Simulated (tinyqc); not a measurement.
Adsorption as a lattice gas: isotherms with interactions, competition, desorption peaks and saturation dose. Inputs raised by 5 %, one at a time. Computed by tinyqc, a small Python program. Command: `OMP_NUM_THREADS=1 python tinyqc.py 3019196 3019197 out.jsonl adsorb sens`. One thread of a shared host (Intel(R) Xeon(R) Processor @ 2.30GHz), about 0.02 s of CPU time with the checks.

One adsorbate per site; a molecule needs 1 empty site. Gas and surface have the same temperature.

Inputs (values chosen for the exercise, for a model surface):

| quantity | value | unit |
|---|---|---|
| desorption energy E | 0.978 | eV |
| prefactor nu | 1e+12 | 1/s |
| pair energy w (positive repels) | 0.0098 | eV |
| neighbours z | 4 | - |
| site density N_s | 5 | 1/nm^2 |
| molecular mass M | 187 | u |
| sticking coefficient s0 | 0.39 | - |
| temperature T | 380 | K |
| pressure p | 1.1e-05 | Pa |
| blocking by a second gas, K_B p_B | 0.054 | - |
| heating rate beta | 3.2 | K/s |
| aspect ratio a (depth over diameter) of a hole | 100 | - |

Adsorption: molecular (first order).

Constants: u = 1.6605390666e-27 kg; k_B = 1.380649e-23 J/K; k_B = 8.617333262e-05 eV/K.

Method:
- Flux F = p/sqrt(2 pi M k_B T); k_d = nu exp(-E/(k_B T)); s0 F (1 - theta) = N_s k_d theta, so y = s0 F/(N_s k_d), theta = y/(1 + y). With a second gas on the same sites theta = y/(1 + y + K_B p_B).
- With u = w/(k_B T). Mean field: theta/(1 - theta) = y exp(-z u theta). Quasi-chemical: theta/(1 - theta) = y [(r - 1 + 2 theta)(1 - theta)/((r + 1 - 2 theta) theta)]^(-z/2) exp(-z u/2), r = sqrt(1 - 4 theta (1 - theta)(1 - exp(-u))).
- The peak obeys E/(k_B T_p^2) = (nu/beta) exp(-E/(k_B T_p)) exactly. Redhead's shortcut, with the constant 3.46 (3.64 is also in use), reads E back as k_B T_p [ln(nu' T_p/beta) - 3.46], nu' = nu.
- Without desorption or interaction, 99 % coverage needs the time (N_s/(s0 F)) ln 100. For a round hole of aspect ratio a in molecular flow with unit sticking (Gordon), the time is N_s/F x [1 + (19/4) a + (3/2) a^2]. The larger of the two times is a rough guide.

Runs:

| input moved | from | to | coverage, quasi-chemical | peak temperature T_p (K) | time for the hole (s) | time on a flat surface (s) |
|---|---|---|---|---|---|---|
| base run | - | - | 0.06865 | 390.47 | 7.1171e+05 | 543.03 |
| desorption energy E (eV) | 0.978 | 1.0269 | 0.21691 | 409.35 | 7.1171e+05 | 543.03 |
| prefactor nu (1/s) | 1e+12 | 1.05e+12 | 0.06579 | 389.86 | 7.1171e+05 | 543.03 |
| pair energy w (positive repels) (eV) | 0.0098 | 0.01029 | 0.06846 | 390.47 | 7.1171e+05 | 543.03 |
| site density N_s (1/nm^2) | 5 | 5.25 | 0.06579 | 390.47 | 7.4730e+05 | 570.19 |
| sticking coefficient s0 | 0.39 | 0.4095 | 0.07162 | 390.47 | 7.1171e+05 | 517.18 |
| heating rate beta (K/s) | 3.2 | 3.36 | 0.06865 | 391.08 | 7.1171e+05 | 543.03 |
| aspect ratio a (depth over diameter) of a hole | 100 | 105 | 0.06865 | 390.47 | 7.8351e+05 | 543.03 |

Exponents ln(y'/y) / ln(x'/x):

| input | coverage, quasi-chemical | peak temperature T_p | time for the hole | time on a flat surface |
|---|---|---|---|---|
| desorption energy E | 23.578 | 0.968 | 0.00 | 0 |
| prefactor nu | -0.873 | -0.032 | 0.00 | 0 |
| pair energy w (positive repels) | -0.057 | 0.000 | 0.00 | 0 |
| site density N_s | -0.873 | 0.000 | 1.00 | 1 |
| sticking coefficient s0 | 0.868 | 0.000 | 0.00 | -1 |
| heating rate beta | 0.000 | 0.032 | 0.00 | 0 |
| aspect ratio a (depth over diameter) of a hole | 0.000 | 0.000 | 1.97 | 0 |

Among the inputs moved here: coverage, quasi-chemical answers most in size to desorption energy E (exponent +23.578), next to prefactor nu (-0.873); its exponent is below 0.0005 for heating rate beta, aspect ratio a (depth over diameter) of a hole. Peak temperature T_p answers most in size to desorption energy E (exponent +0.968), next to prefactor nu (-0.032); its exponent is below 0.0005 for pair energy w (positive repels), site density N_s, sticking coefficient s0, aspect ratio a (depth over diameter) of a hole. Its exponent +0.968 in desorption energy E: E/(k_B T_p) changes only logarithmically. Time for the hole answers most in size to aspect ratio a (depth over diameter) of a hole (exponent +1.970), next to site density N_s (+1.000); its exponent is below 0.0005 for desorption energy E, prefactor nu, pair energy w (positive repels), sticking coefficient s0, heating rate beta. Its exponent +1.970 in aspect ratio a (depth over diameter) of a hole: diffusion along the hole. Time on a flat surface answers most in size to site density N_s (exponent +1.000), and about equally to sticking coefficient s0 (-1.000); its exponent is below 0.0005 for desorption energy E, prefactor nu, pair energy w (positive repels), heating rate beta, aspect ratio a (depth over diameter) of a hole.

Caution (all rows): with k_d = nu exp(-E/(k_B T)) of these inputs desorption is not negligible over the time on a flat surface, so without interaction 99 % coverage is not reached.
